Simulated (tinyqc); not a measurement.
Inside a calculation. Model: Raman shift of the zone-centre optical phonon of a diamond-structure crystal under stress. Computed by tinyqc, a small Python program that keeps every step. Command: `OMP_NUM_THREADS=1 python tinyqc.py 3002927 3002928 out.jsonl ramanstress walk`. One thread of a shared host (Intel(R) Xeon(R) Processor @ 2.30GHz), about 0.01 s of CPU time with the checks. Intermediate numbers are printed to about 6 digits and carried at full precision; extremes and crossings named in words are read from the listed rows.

Axes x, y, z are the cube axes. Strain shifts the threefold optical mode and can split it; p, q and r are the phonon deformation potentials.

Inputs (values chosen for the exercise, modelled on silicon):

| quantity | value | unit |
|---|---|---|
| unstrained frequency omega_0 | 520.9 | 1/cm |
| p/omega_0^2 | -1.94 | - |
| q/omega_0^2 | -2.39 | - |
| r/omega_0^2 | -0.732 | - |
| C11 | 164.3 | GPa |
| C12 | 64.07 | GPa |
| C44 | 80.23 | GPa |
| stress sigma (tension positive) | -0.12 | GPa |
| polarisation angle phi | 45 | degree |
| temperature coefficient d omega/dT | -0.021 | 1/(cm K) |
| local temperature T | 330 | K |
| laser wavelength | 488 | nm |

Stress state: uniaxial. Axis: [110].

Constants: h = 6.62607015e-34 J s; c = 299792458 m/s; k_B = 1.380649e-23 J/K.

## Compliances

S11 = (C11 + C12)/D, S12 = -C12/D, D = (C11 - C12)(C11 + 2 C12), S44 = 1/C44.

S11 = 7.79120 1/TPa

S12 = -2.18585 1/TPa

S44 = 12.4642 1/TPa

## Stress and strain tensors

Uniaxial stress along the unit vector n of the axis: sigma_ij = sigma n_i n_j. eps_xx = S11 sigma_xx + S12 (sigma_yy + sigma_zz), and cyclic; eps_xy = S44 sigma_xy/2 (tensor strain).

stress (GPa):
```
       x      y     z
x  -0.06  -0.06  0.00
y  -0.06  -0.06  0.00
z   0.00   0.00  0.00
```

strain (per mille):
```
           x          y         z
x  -0.336321  -0.373925  0.000000
y  -0.373925  -0.336321  0.000000
z   0.000000   0.000000  0.262302
```

volume strain = -0.410341 per mille

## Secular matrix and shifts

Secular matrix: M_xx = p eps_xx + q (eps_yy + eps_zz), M_xy = 2 r eps_xy; its eigenvalues are omega^2 - omega_0^2, and the shifts are these over 2 omega_0.

M/(2 omega_0) (1/cm):
```
          x         y         z
x  0.216009  0.142577  0.000000
y  0.142577  0.216009  0.000000
z  0.000000  0.000000  0.286169
```

shifts, in rising order (1/cm): 0.073432  0.286169  0.358586

All three modes are split. Compression hardens every mode.

## Mean shift and Grueneisen parameter

gamma = -(p + 2q)/(6 omega_0^2); the mean of the three shifts is -gamma omega_0 x (volume strain).

mode Grueneisen parameter gamma = 1.12

mean shift = 0.239396 1/cm

## The line seen from a (001) surface

Backscattering from a (001) surface: incident polarisation (cos phi, sin phi, 0). With Raman tensors (R_z)_xy = (R_z)_yx = 1 and cyclic, only the z component u_z of a mode counts: I = u_z^2 sin^2(2 phi) for parallel and u_z^2 cos^2(2 phi) for crossed polarisers. An unresolved line sits at the intensity-weighted shift, which is M_zz/(2 omega_0).

total intensity, parallel = 1

total intensity, crossed = 0

shift of the observed line = 0.286169 1/cm

shift per stress = -2.38474 1/(cm GPa)

stress per shift = -419.332 MPa cm

The z-polarised mode is an eigenmode here, so one line is seen.

## The same stress in different states

Uniaxial: sigma n n^T; biaxial: sigma (1 - n n^T); hydrostatic: sigma 1. The line seen from (001) is taken as unresolved, at the intensity-weighted shift M_zz/(2 omega_0).

Shifts (1/cm):

| state | lowest | middle | highest | line seen from (001) |
|---|---|---|---|---|
| uniaxial [100] | 0.145849 | 0.286169 | 0.286169 | 0.286169 |
| uniaxial [110] | 0.073432 | 0.286169 | 0.358586 | 0.286169 |
| uniaxial [001] | 0.145849 | 0.286169 | 0.286169 | 0.145849 |
| uniaxial [111] | 0.144345 | 0.144345 | 0.429499 | 0.239396 |
| biaxial, normal [001] | 0.432019 | 0.432019 | 0.572339 | 0.572339 |
| biaxial, normal [111] | 0.288689 | 0.573843 | 0.573843 | 0.478792 |
| hydrostatic | 0.718188 | 0.718188 | 0.718188 | 0.718188 |

Seen from (001), uniaxial stress along [100] and along [110] give the same shift (0.286), and equal biaxial stress in the plane gives twice as much (0.572), since only sigma_xx + sigma_yy and sigma_zz enter M_zz. Stress along [001] gives 0.146. One measured shift therefore fixes the stress only once its state is assumed: read as uniaxial in the plane, a shift implies twice the stress that it does read as biaxial.

## Heating mistaken for stress

A temperature above 300 K shifts the line by (d omega/dT)(T - 300 K); divided by the shift per stress it poses as a stress; the total shift adds it to the shift of the observed line. The anti-Stokes to Stokes ratio is [(omega_L + omega_0)/(omega_L - omega_0)]^3 exp(-h c omega_0/(k_B T)) in photon counts, omega_L = 1/wavelength, resonance effects left out.

thermal shift = -0.63 1/cm

apparent stress from heating = 0.264179 GPa

total shift = -0.343831 1/cm

anti-Stokes/Stokes ratio = 0.120208

Heating poses as tension, 220 % of the true stress in size; the intensity ratio gives T apart from the shift.

Checks made by the program: mean of the eigenvalues against the trace rule (relative difference below 1e-10); weighted mean of the modes against M_zz (relative difference below 1e-10).
